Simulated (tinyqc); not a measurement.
Decay of LO phonons and the hot-phonon bottleneck in the cooling of electrons: one step, computed by the program tinyqc.

n(E, T) = 1/(exp(E/(k_B T)) - 1) is the Bose occupation. Electrons have a temperature T_e; the LO modes within their reach share one occupation N; the decay products stay at the lattice temperature.

Task: Lifetime and Raman width. Decay rate 1/tau = (1/tau_0) [1 + n(f hbar omega) + n((1 - f) hbar omega)]. Full width Gamma = 1/(2 pi c tau) in 1/cm, c in cm/s.

Inputs (values chosen for the exercise, modelled on gallium oxide):

| quantity | value | unit |
|---|---|---|
| LO energy hbar omega | 45.1 | meV |
| lifetime at T = 0, tau_0 | 1.9 | ps |
| share f of the energy in the softer product | 0.36 | - |
| lattice temperature T | 250 | K |

Decay channel: two unequal phonons (Ridley).

Constants: k_B = 8.617333262e-05 eV/K; c = 299792458 m/s.

Give: thermal factor tau_0/tau; phonon lifetime tau; Raman width Gamma; equilibrium LO occupation N_0.

Result:

thermal factor tau_0/tau = 2.244

phonon lifetime tau = 0.8467 ps

Raman width Gamma = 6.270 1/cm

equilibrium LO occupation N_0 = 0.1406

Stimulated decay shortens the lifetime by 55 %.
